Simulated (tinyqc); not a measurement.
Trap density from the barrier height.

Inverse problem. In a partly depleted grain with all boundary traps filled, 2 N W = Qt and VB = q N W^2/(2 eps0 eps_r). Find Qt, W and the doping at which VB would equal Vt.

Values chosen for this exercise: temperature T = 350 K; relative permittivity eps_r = 11.7.

Constants: q = 1.602176634e-19 C, kB = 1.380649e-23 J/K, Vt = kB T/q, eps0 = 8.8541878128e-14 F/cm where lengths are in cm. Results are converted to the units shown.

doping = 2.5e18 cm^-3
barrier height = 0.16362945 V

Answer. Eliminating W gives VB = q Qt^2/(8 eps0 eps_r N), which falls as 1/N.

Qt = 4.60e12 cm^-2
W = 9.20 nm
doping for VB = Vt = 1.36e19 cm^-3

Program tinyqc, `OMP_NUM_THREADS=1 python tinyqc.py 2830066 2830067 out.jsonl`; Intel Xeon 2.30GHz, shared host, one thread, about 0.01 s.
